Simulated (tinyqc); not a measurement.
The mobility curve: inversion-layer mobility, back-scattering and ballistic limit of a field-effect transistor. Computed by tinyqc, a small Python program. Command: `OMP_NUM_THREADS=1 python tinyqc.py 3031379 3031380 out.jsonl mos walk`. One thread of a shared host (Intel(R) Xeon(R) Processor @ 2.30GHz), about 0.01 s of CPU time with the checks.

The charge at the top of the source barrier is fixed by the gate; series resistance and short-channel effects are left out. F_j are Fermi integrals normalised to exp(eta) in the classical limit.

Inputs (values chosen for the exercise, modelled on a silicon n-channel): weight w of the inversion charge = 0.5; permittivity eps = 11.7; phonon mobility at 1 MV/cm and 300 K, mu_ph = 350 cm^2/(V s); roughness mobility at 1 MV/cm, mu_sr = 1500 cm^2/(V s); Coulomb mobility at N_inv = 1e12/cm^2, mu_C = 990 cm^2/(V s); electrical oxide thickness t_inv = 3.9 nm; depletion charge N_dep = 2e+11 1/cm^2; temperature T = 300 K.

Statistics at the top of the barrier: non-degenerate.

Constants: eps_0 = 8.8541878128e-12 F/m; e = 1.602176634e-19 C.

Method. N_inv = 3.9 eps_0 (V_G - V_T)/(e t_inv); effective field E_eff = e (N_dep + w N_inv)/(eps eps_0). mu_phonon = mu_ph (E_eff/1 MV/cm)^(-0.3) (T/300 K)^(-1.75); mu_rough = mu_sr (E_eff/1 MV/cm)^(-2); mu_Coulomb = mu_C (N_inv/1e12 cm^-2) (T/300 K); Matthiessen's rule adds 1/mu.

Mobilities (cm^2/(V s)):
```
V_G - V_T (V)  N_inv (1/cm^2)  E_eff (MV/cm)  phonon   roughness  Coulomb   total
0.03               1.6579e+11        0.04375  894.89  7.8359e+05    164.1  138.67
0.06               3.3158e+11        0.05657  828.49  4.6868e+05    328.3  234.99
0.12               6.6316e+11        0.08221  740.60  2.2192e+05    656.5  347.47
0.20               1.1053e+12        0.11640  667.24  1.1071e+05   1094.2  412.94
0.35               1.9342e+12        0.18050  584.95  4.6038e+04   1914.9  443.76
0.50               2.7632e+12        0.24461  533.98  2.5070e+04   2735.5  438.95
0.75               4.1448e+12        0.35144  478.97  1.2144e+04   4103.3  414.28
1.00               5.5263e+12        0.45828  442.31  7.1421e+03   5471.1  387.05
1.50               8.2895e+12        0.67196  394.34  3.3221e+03   8206.6  337.98
```

What does the comparison show, and why?

The lowest part is Coulomb from 0.0300 to 0.120, phonon from 0.200 to 1.50 V. The total peaks at 444 near E_eff = 0.18 MV/cm: screening lifts it at low density and the field presses it down at high density.

Extremes, crossings and ranges named in words are read from the listed rows.
